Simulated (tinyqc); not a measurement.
The 3-omega method: a line heater on a substrate with a thin film: one step, computed by the program tinyqc. Command: `OMP_NUM_THREADS=1 python tinyqc.py 3004676 3004677 out.jsonl threeomega walk`. One thread of a shared host (Intel(R) Xeon(R) Processor @ 2.30GHz), about 0.01 s of CPU time with the checks.

A current at angular frequency omega = 2 pi f heats the line at 2 omega with the amplitude P per length; the temperature swing Delta T at 2 omega gives a voltage at 3 omega. The substrate is taken as semi-infinite and isotropic, and the heat capacity of heater and film is left out.

Question. Penetration depth. D = kappa/C; q = sqrt(2 i omega/D); penetration depth 1/|q| = sqrt(D/(2 omega)).

Inputs (values chosen for the exercise, modelled on amorphous silicon on silicon):
```
quantity                      value           unit
substrate conductivity kappa    149        W/(m K)
substrate heat capacity C      1.63  1e6 J/(m^3 K)
heater half-width b             2.8     micrometre
current frequency f            2900             Hz
substrate thickness d_s         380     micrometre
```

Give: diffusivity D; penetration depth; |q| b; penetration depth / d_s.

Answer.

diffusivity D = 91.41 mm^2/s

penetration depth = 50.08 micrometre

|q| b = 0.05591

penetration depth / d_s = 0.1318
